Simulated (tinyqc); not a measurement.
Inside a calculation. Method: Hubbard chain of 4 sites. One step of it, computed by the program tinyqc.

Problem. Mean-field iteration 2. H(up) = T + U n(down), H(down) = T + U n(up); fill the lowest levels; n(new) = n + mixing (n(out) - n); E = tr T (rho up + rho down) + U sum n_up n_down of the output.

one-body matrix (hopping and site energies) (eV), lower triangle:
```
           1          2          3          4
1   0.050000
2  -1.960000  -0.280000
3   0.000000  -1.960000  -0.480000
4   0.000000   0.000000  -1.960000  -0.200000
```

U = 1.100000 eV

electrons, up and down: 2  2

mixing = 0.500000

n(up) after iteration 1: 1 0.784006, 2 0.234754, 3 0.790744, 4 0.190496

n(down) after iteration 1: 1 0.177451, 2 0.791534, 3 0.233047, 4 0.797968

Give: levels, up; levels, down; energy; n(up) after iteration 2; n(down) after iteration 2.

Solution.

levels, up (eV): -2.939  -0.855  1.626  3.457

levels, down (eV): -2.930  -0.885  1.649  3.456

energy = -8.516 eV

n(up) after iteration 2: 1 0.676, 2 0.345, 3 0.693, 4 0.286

n(down) after iteration 2: 1 0.266, 2 0.694, 3 0.342, 4 0.697
